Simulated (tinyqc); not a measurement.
What each parameter does: hole subbands of a hard-walled well, four-band Luttinger model.

Hole energies are counted downwards from the unstrained band edge, c = hbar^2/2m0. After the usual block transformation one block is H = [[P + Q - Zs, R - i S], [R + i S, P - Q + Zs]] in (heavy, light), with P +/- Q = c [(g1 +/- g2) k^2 + (g1 -/+ 2 g2) kz^2], R = sqrt(3) c gR k^2, S = 2 sqrt(3) c g3 k kz, kz = -i d/dz; axial approximation gR = (g2 + g3)/2. Zs = b (e_par - e_perp) is the shear part of the strain (the hydrostatic part shifts all levels alike and is left out). Basis sqrt(2/L) sin(n pi z/L), n = 1 to N, for each component: kz^2 gives (n pi/L)^2 and the heavy-light block is R delta_nm - 2 sqrt(3) c g3 k D_nm with D_nm = 4 n m/(L (n^2 - m^2)) for n + m odd, 0 otherwise. The other block has the same levels. The split-off band is left out.

Constants: hbar^2/2m0 = 3.80998211 eV angstrom^2.

Values chosen for the exercise (near those of GaAs; the results hold for these values, not for the real material):

| symbol | value | unit | meaning |
|---|---|---|---|
| g1 | 6.98 |  | Luttinger gamma1 |
| g2 | 2.06 |  | gamma2 |
| g3 | 2.97 |  | gamma3 |
| L | 150 | angstrom | well width along [001] |
| Zs | 0 | eV | shear strain energy |
| k | 0.0314 | 1/angstrom | wave vector in the plane |

N = 20; the three lowest hole energies at the given k and the heavy weight of the lowest.

Results for these values:

| case | E1 (meV) | E2 (meV) | E3 (meV) | heavy weight |
|---|---|---|---|---|
| base | 11.57 | 22.26 | 42.64 | 0.463 |

What happens to each result for g2 = 2.27, all else kept?

Answer: E1 falls from 11.57 to 10.71; E2 falls from 22.26 to 21.11; E3 falls from 42.64 to 39.55; heavy weight rises from 0.463 to 0.466.

The same for each parameter in turn:

| case | E1 (meV) | E2 (meV) | E3 (meV) | heavy weight |
|---|---|---|---|---|
| base | 11.57 | 22.26 | 42.64 | 0.463 |
| g1 = 7.54 | 15.29 | 28.03 | 51.73 | 0.455 |
| g2 = 2.27 | 10.71 | 21.11 | 39.55 | 0.466 |
| g3 = 2.73 | 13.72 | 25.55 | 46.04 | 0.457 |
| L = 160 angstrom | 10.74 | 20.10 | 38.24 | 0.452 |
| Zs = -0.01 eV | 9.04 | 25.29 | 48.35 | 0.293 |
| k = 0.0408 1/angstrom | 15.23 | 24.79 | 45.59 | 0.424 |

Run: tinyqc, `OMP_NUM_THREADS=1 python tinyqc.py 1251032 1251033 out.jsonl`; Intel(R) Xeon(R) Processor @ 2.30GHz, one thread, shared host; about 0.1 s of CPU time with all checks.
